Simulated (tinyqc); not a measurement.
## n-type polysilicon, carrier trapping at grain boundaries: effect of the doping

One-dimensional grains of size Lg, uniform ionised doping N, monovalent traps Qt at each boundary at a depth Et below (for electrons) or above (for holes) the band edge there, abrupt depletion of width W on each side of a boundary, Boltzmann statistics. xi is the distance from the band edge at the grain centre to the Fermi level. Trapped charge Qt/(1 + exp((xi + VB - Et)/Vt)) = 2 N W, barrier VB = q N W^2/(2 eps0 eps_r).

If the trap equation with xi = Vt ln(NB/N) has a root W < Lg/2, the grain is partly depleted; otherwise W = Lg/2 and the trap equation gives xi = Et - VB + Vt ln(Qt/(N Lg) - 1). N* = Qt/Lg. n0 = NB exp(-xi/Vt); mean density n0 (1 - 2 W/Lg) by charge balance in a partly depleted grain, and n0 (sqrt(pi)/2) erf(u)/u with u = sqrt(VB/Vt) in a fully depleted one; v = sqrt(kB T/(2 pi ms m0)); barrier resistivity Vt exp(VB/Vt)/(q fe n0 v Lg); grain resistivity (1 - 2 W/Lg)/(q n0 mug); effective mobility 1/(q mean density total resistivity). Rows with xi above 0.45 V, towards mid-gap, are left out, since the other carrier type is ignored.

Parameters, values chosen for the exercise; values of the order met in polycrystalline silicon: temperature T = 350 K; relative permittivity eps_r = 11.7; conduction-band density of states at T NB = 3.53e19 cm^-3; grain size Lg = 110 nm; trap density of a grain boundary Qt = 7.6e11 cm^-2; depth of the trap level from the majority band edge at the boundary Et = 0.44 eV; mass for thermionic emission ms = 0.52 m0; correction factor of the emission rate fe = 0.12; mobility inside the grains mug = 190 cm^2/(V s).

Constants: q = 1.602176634e-19 C, kB = 1.380649e-23 J/K, m0 = 9.1093837015e-31 kg, Vt = kB T/q, eps0 = 8.8541878128e-14 F/cm where lengths are in cm. Results are converted to the units shown.

Results:

| N (cm^-3) | N/N* | depleted share 2 W/Lg | VB (V) | xi (V) | mean density (cm^-3) | resistivity (ohm cm) | effective mobility (cm^2/(V s)) |
|---|---|---|---|---|---|---|---|
| 1.5e16 | 0.2171 | 1.000 | 0.03509 | 0.4436 | 1.037e13 | 7832 | 76.83 |
| 3.2e16 | 0.4632 | 1.000 | 0.07486 | 0.3696 | 9.217e13 | 2518 | 26.90 |
| 6.7e16 | 0.9697 | 0.9914 | 0.1540 | 0.1890 | 5.779e14 | 87.27 | 123.8 |
| 1.4e17 | 2.026 | 0.4927 | 0.07950 | 0.1668 | 7.102e16 | 3.647 | 24.10 |
| 3e17 | 4.342 | 0.2303 | 0.03721 | 0.1438 | 2.309e17 | 0.4894 | 55.23 |
| 1.3e18 | 18.82 | 0.05315 | 0.008589 | 0.09958 | 1.231e18 | 0.06012 | 84.34 |
| 2.8e18 | 40.53 | 0.02468 | 0.003988 | 0.07644 | 2.731e18 | 0.02587 | 88.35 |

Estimate the missing row, N = 6.3e17 cm^-3.

Computed row:

| N (cm^-3) | N/N* | depleted share 2 W/Lg | VB (V) | xi (V) | mean density (cm^-3) | resistivity (ohm cm) | effective mobility (cm^2/(V s)) |
|---|---|---|---|---|---|---|---|
| 6.3e17 | 9.118 | 0.1097 | 0.01772 | 0.1214 | 5.609e17 | 0.1475 | 75.42 |

With this row back in the table: As N goes from 1.5e16 to 2.8e18, VB goes from 0.0351 through a maximum of 0.154 (at N = 6.7e16 among the rows listed) to 0.00399 V, the resistivity falls from 7830 to 0.0259 ohm cm and the effective mobility moves up and down between 24.1 and 124 cm^2/(V s). The steepest fall of the resistivity among the rows, as N^(-4.5), lies between N = 3.2e16 and 6.7e16 cm^-3; N* = 6.91e16 cm^-3. While the grain is fully depleted VB grows as N; once the traps are full it falls as 1/N. For N = 6.3e17, 1.3e18, 2.8e18 VB is below Vt, where abrupt depletion and thermionic emission are rough. For N = 6.7e16 the grain is near the changeover between partial and full depletion, within a few Debye lengths, where both limits are rough.

Computed by the program tinyqc: `OMP_NUM_THREADS=1 python tinyqc.py 2830076 2830077 out.jsonl`, one thread of a shared Intel Xeon 2.30GHz, about 0.01 s for the whole run.
